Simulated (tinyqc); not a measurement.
Hydrostatic strain: sp3s* tight binding, strained.

sp3s* tight binding, nearest neighbours only: anion (a) at 0, cation (c) at a/4 (1,1,1), orbitals s, px, py, pz, s* on each; k in units of 2 pi/a. With phases e_j = exp(i (pi/2) k.n_j) for n = (1,1,1), (1,-1,-1), (-1,1,-1), (-1,-1,1): g0 = (e1+e2+e3+e4)/4, g1 = (e1+e2-e3-e4)/4, g2 = (e1-e2+e3-e4)/4, g3 = (e1-e2-e3+e4)/4. The diagonal holds the levels Esa, Epa, Exa (s*) and Esc, Epc, Exc. Anion-cation block: <sa|sc> = Vss g0; <sa|xc> = Vsapc g1; <xa|sc> = -Vscpa g1; <xa|xc> = Vxx g0; <xa|yc> = <ya|xc> = Vxy g3, <xa|zc> = <za|xc> = Vxy g2, <ya|zc> = <za|yc> = Vxy g1; <s*a|xc> = Vxapc g1; <xa|s*c> = -Vpaxc g1; y and z take g2 and g3 in place of g1; s-s* and s*-s* vanish.

Strain e moves each bond vector to d = (1 + e) d0 (no internal displacement for the diagonal strains used here) and k is given in fractions of the strained reciprocal cell, so the phases stay. Two-centre values Vss_sigma = Vss/4, Vsp_sigma = sqrt3 V/4 for each s-p and s*-p pair, Vpp_sigma = (Vxx + 2 Vxy)/4, Vpp_pi = (Vxx - Vxy)/4 are scaled by (d0/d)^eta and combined with the new direction cosines; the levels on the diagonal stay.

Values chosen for the exercise (near a published set for GaAs, fitted to gaps, whose masses and valley positions are rough; not measured data): Esa = -8.364 eV (s level of the anion); Epa = 1.034 eV (p level of the anion); Esc = -2.647 eV (s level of the cation); Epc = 3.674 eV (p level of the cation); Exa = 8.561 eV (s* level of the anion); Exc = 6.754 eV (s* level of the cation); Vss = -6.475 eV (s-s); Vxx = 1.959 eV (px-px); Vxy = 5.118 eV (px-py); Vsapc = 4.512 eV (s anion, p cation); Vscpa = 5.778 eV (s cation, p anion); Vxapc = 4.824 eV (s* anion, p cation); Vpaxc = 4.778 eV (p anion, s* cation); eta = 3 (scaling exponent).

exx = eyy = ezz = e. Gaps as measured from the top of the valence band; the deformation potentials are (gap(0.01) - gap(-0.01))/0.06.

Gaps (eV):
```
e       Gamma   Delta       L  x of the minimum
-0.03  2.3091  2.0449  2.0583             1.000
-0.02  2.0550  2.0489  1.9367             1.000
-0.01  1.8123  2.0543  1.8205             1.000
0.00   1.5806  2.0610  1.7095             1.000
0.01   1.3593  2.0688  1.6037             1.000
0.02   1.1478  2.0775  1.5030             1.000
0.03   0.9458  2.0870  1.4073             1.000
```

gap deformation potentials (eV): Gamma -7.551, Delta 0.241, L -3.613

Per unit of volume strain the gaps move by -7.55 (Gamma), +0.24 (Delta) and -3.61 eV (L). The lowest valley changes from the Delta line to L between e = -0.03 and -0.02 and from L to Gamma between e = -0.02 and -0.01. These potentials follow from the one exponent eta, which fitted models replace by one for each integral; with it the sizes are rough, the sign for Delta can be wrong (in Si, Ge and the III-V crystals measured values are small and positive), and the pressures at which valleys cross, and which valley takes over, are rough too. A gap of zero, where one is listed, marks an s level that has sunk below the valence top.

Run: tinyqc, `OMP_NUM_THREADS=1 python tinyqc.py 1450895 1450896 out.jsonl`; Intel(R) Xeon(R) Processor @ 2.30GHz, one thread, shared host; about 0.1 s of CPU time with all checks.
